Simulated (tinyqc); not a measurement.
Worked calculation: LCCD on RHF in the sto-3g basis, for H6, spin multiplicity 1. One step of it, computed by the program tinyqc.

Task: Iteration 7 (converged): orbitals. Diagonalise F' = X^T F X, C = X C', fill 3 alpha and 3 beta electrons from the bottom; D = 2 C_occ C_occ^T. Each column has its largest component positive (the first on a tie).

converged F (hartree), lower triangle:
```
           1H 1s      2H 1s      3H 1s      4H 1s      5H 1s      6H 1s
1H 1s  -0.315589
2H 1s  -0.555951  -0.435748
3H 1s  -0.213896  -0.460188  -0.447616
4H 1s  -0.036513  -0.214127  -0.574222  -0.447949
5H 1s  -0.003791  -0.046332  -0.214478  -0.460739  -0.435630
6H 1s  -0.008640  -0.003768  -0.036463  -0.213922  -0.555453  -0.315075
```

X, lower triangle:
```
           1H 1s      2H 1s      3H 1s      4H 1s      5H 1s     6H 1s
1H 1s   1.196784
2H 1s  -0.440944   1.389978
3H 1s   0.085921  -0.443192   1.408059
4H 1s  -0.018934   0.095923  -0.498352   1.408591
5H 1s   0.004450  -0.017364   0.095981  -0.443798   1.389879
6H 1s  -0.001211   0.004440  -0.018901   0.085908  -0.440273  1.196229
```

Give: F' = X^T F X; orbital energies; coefficients C; D after iteration 7.

Result:

F' = X^T F X (hartree), lower triangle:
```
         1        2        3        4        5       6
1   0.0375
2  -0.6043   0.1647
3   0.0944  -0.4988   0.1785
4   0.0030   0.1065  -0.6622   0.1788
5   0.0079  -0.0201   0.1065  -0.4995   0.1647
6  -0.0138   0.0079   0.0032   0.0944  -0.6037  0.0372
```

orbital energies (hartree): MO1 -0.7373, MO2 -0.5894, MO3 -0.3639, MO4 0.3294, MO5 0.7857, MO6 1.3368

coefficients C:
```
          MO1      MO2      MO3      MO4      MO5      MO6
1H 1s  0.1556   0.3423   0.4578  -0.6664  -0.7609  -0.5105
2H 1s  0.2604   0.4095   0.2807   0.3889   0.9755   0.9567
3H 1s  0.3562   0.1276  -0.4461   0.6055  -0.3878  -1.2590
4H 1s  0.3565  -0.1283  -0.4456  -0.6047  -0.3891   1.2598
5H 1s  0.2605  -0.4089   0.2815  -0.3899   0.9745  -0.9571
6H 1s  0.1555  -0.3414   0.4587   0.6673  -0.7591   0.5099
```

D after iteration 7, lower triangle:
```
         1H 1s    2H 1s    3H 1s    4H 1s   5H 1s   6H 1s
1H 1s   0.7019
2H 1s   0.6183   0.6285
3H 1s  -0.2102   0.0396   0.6844
4H 1s  -0.3849  -0.1696   0.6188   0.6843
5H 1s   0.0589  -0.0412  -0.1699   0.0397  0.6286
6H 1s   0.2346   0.0588  -0.3856  -0.2103  0.6185  0.7024
```
